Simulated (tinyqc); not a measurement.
Landau-Devonshire theory of a uniaxial ferroelectric. Changing the screening length lambda. Computed by tinyqc, a small Python program. Command: `OMP_NUM_THREADS=1 python tinyqc.py 3015328 3015329 out.jsonl ferro sweep`. One thread of a shared host (Intel(R) Xeon(R) Processor @ 2.30GHz), about 0.01 s of CPU time with the checks.

G(P) = (alpha/2) P^2 + (beta*/4) P^4 + (gamma/6) P^6 - E P per volume, SI units, one domain, P along the polar axis, which is normal to the film.

Inputs (values chosen for the exercise, modelled on lead titanate):
```
quantity                           value         unit
alpha_0                           742000  J m/(C^2 K)
Curie-Weiss temperature T0           752            K
beta                           -2.94e+08    J m^5/C^4
gamma                           1.57e+09    J m^9/C^6
temperature T                        544            K
misfit strain u_m                 -0.014            -
electrostriction Q12              -0.026      m^4/C^2
compliance s11 + s12             5.5e-12        m^2/N
film thickness d                      17           nm
background permittivity eps_b         10            -
```

Sample: epitaxial film.

Constants: eps_0 = 8.8541878128e-12 F/m.

Method:
- alpha = alpha_0 (T - T0*), with clamping: T0* = T0 + 4 Q12 u_m/(alpha_0 (s11 + s12)), beta* = beta + 4 Q12^2/(s11 + s12).
- Between shorted electrodes with screening length lambda each, the depolarising field is -k P, k = 2 lambda/(eps_0 (d + 2 lambda eps_b)), so alpha turns into alpha + k.
- Ps^2 = [-beta* + sqrt(beta*^2 - 4 alpha gamma)]/(2 gamma).
- The polar state is the lowest uniform state while alpha + k < 0 (beta* > 0) or < 3 beta*^2/(16 gamma) (beta* < 0); setting the equality gives the critical thickness d_c.

One run for each value; columns: (1) screening length lambda (nm); (2) critical thickness d_c (nm); (3) depolarising coefficient k (J m/C^2); (4) polarisation of the film (microcoulomb/cm^2); (5) size of the depolarising field (MV/m):
```
(1)       (2)        (3)    (4)    (5)
0.0010   0.52  1.327e+07  67.03    8.9
0.0019   0.99  2.519e+07  66.47   16.7
0.0037   1.92  4.895e+07  65.32   32.0
0.0072   3.74  9.486e+07  62.91   59.7
0.0140   7.27  1.830e+08  57.44  105.1
0.0270  14.01  3.477e+08  39.92  138.8
0.0520  26.99  6.511e+08   0.00    0.0
0.1000  51.90  1.189e+09   0.00    0.0
```

Describe and explain the trends.

Over the rows, critical thickness d_c (nm) rises from 0.519 to 51.9 (exponent d ln y / d ln x about 1.0 throughout); depolarising coefficient k (J m/C^2) rises from 1.33e7 to 1.19e9 (exponent d ln y / d ln x 1.00 between the first rows and 0.92 between the last); polarisation of the film (microcoulomb/cm^2) falls from 67.0 to 0, flat over part of the range. The exponent of critical thickness d_c stays at 1: k depends on lambda/d.

Caution (rows 0.00100, 0.00190): a critical thickness of a few unit cells is outside the continuum theory.

Extremes, crossings and ranges named in words are read from the listed rows.
